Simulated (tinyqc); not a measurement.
How far the fits carry: temperature and isotope dependence of a band gap in oscillator models.

E(T) = E0 - sum_i sl_i th_i n_i(T), n = 1/(exp(th/T) - 1). The same coupling lowers the gap at 0 K by the zero-point term ZP = sum_i sl_i th_i/2, so the gap of the static lattice is E0 + ZP. Thermal expansion is taken as part of the slopes.

Two-parameter forms are made to pass through the falls at the two temperatures T12: Varshni aV T^2/(T + bV), from the line T^2/fall = (T + bV)/aV; one oscillator s1 t1/(exp(t1/T) - 1), with t1 from the ratio of the falls.

Values chosen for the exercise (near those of GaN; not measured data):
```
symbol  value             unit   meaning
E0      3.509             eV     gap at 0 K
th      (283, 788)        K      temperatures of two oscillators
sl      (0.2153, 0.3827)  meV/K  their high-temperature slopes
T12     (560, 1100)       K      temperatures of the fits
```

Falls of the gap from E0, and errors of the two fits against the model.

Results:
```
T (K)  fall (meV)  Varshni - model (meV)  one oscillator - model (meV)  fall/ZP
20           0.00                   0.47                          0.00    0.000
50           0.21                   2.58                         -0.21    0.001
100          3.94                   6.37                         -2.81    0.022
200         25.53                  10.27                         -4.88    0.141
300         62.35                   8.83                         -3.17    0.344
400        108.09                   5.27                         -1.52    0.596
600        212.03                  -0.96                          0.21    1.170
800        323.31                  -3.26                          0.60    1.784
```

How do the results move, and what explains it?

Below the first fit point the largest errors are +10.27 meV (Varshni, 200 K, on a fall of 25.53 meV) and -4.88 meV (one oscillator, 200 K); a T^2 law cannot freeze out; a single oscillator misses the soft modes. No row lies well beyond the second fit point, so the table does not test extrapolation to high T. The thermal fall equals ZP between 400 and 600 K.

Computed by tinyqc, a small Python program: `OMP_NUM_THREADS=1 python tinyqc.py 1850582 1850583 out.jsonl` (the numbers bound the seed that draws the inputs); one thread of a shared host (Intel(R) Xeon(R) Processor @ 2.30GHz), about 0.01 s for the whole set of steps.
